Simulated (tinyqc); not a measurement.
# From Le Claire depth y_L back to temperature T

Model: grain-boundary diffusion: Harrison regimes, Fisher and Le Claire analysis, Hart average. Computed by tinyqc, a small Python program. Command: `OMP_NUM_THREADS=1 python tinyqc.py 3001027 3001028 out.jsonl gbdiff inv`. One thread of a shared host (Intel(R) Xeon(R) Processor @ 2.30GHz), about 0.01 s of CPU time with the checks.

A boundary is a slab of width delta with diffusivity D_b, normal to a surface held at constant concentration; it leaks into grains of diffusivity D.

Inputs (values chosen for the exercise, for a model polycrystal): lattice prefactor D0 = 9.5e-06 m^2/s; lattice activation energy E = 1.61 eV; boundary prefactor D0b = 2.4e-06 m^2/s; boundary activation energy E_b = 0.934 eV; boundary width delta = 0.46 nm; segregation factor s = 10; time t = 3500 s.

Constants: k_B = 8.617333262e-05 eV/K.

Method:
- D = D0 exp(-E/(k_B T)), D_b = D0b exp(-E_b/(k_B T)).
- Triple product P = s delta D_b.
- Fisher: the mean concentration falls as exp(-y/y_F), y_F = sqrt(P) (pi t/(4 D))^(1/4), with the boundary equation P d2c/dy2 = 2 c sqrt(D/(pi t)). Le Claire (from the Whipple solution): ln c falls as -(y/y_L)^(6/5) with P = 1.322 sqrt(D/t) y_L^2.

Task: A run gave the result below. Find the temperature T, known to lie between 570 and 1200 K.

Le Claire depth y_L = 3.735436 um

Result:

Each step takes the trial c = (a f_b - b f_a)/(f_b - f_a), f being the result less the target and a, b, c the logarithms of the listed values; c replaces end b, the old b replaces a if the sign of f changed, and otherwise f_a is halved.

Scan of the range:
```
temperature T (K)  Le Claire depth y_L (um)
570                                 3.40537
645                                 3.96714
731                                 4.54746
827                                 5.12140
936                                 5.69066
1060                                6.24869
1200                                6.78527
```

False position (Illinois rule, in the logarithm of the input) inside the bracket:
```
step    end a    end b    trial  Le Claire depth y_L (um)
1     570.000  645.000  612.939                   3.73350
2     645.000  612.939  613.199                   3.73543
3     645.000  613.199  613.201                   3.73545
4     613.199  613.201  613.200                   3.73544
```

Le Claire depth y_L rises at every point of a 13-point scan of the range (every second point is shown), so one value fits; it is bracketed by 570 and 645. Answer: temperature T = 613.2 K.
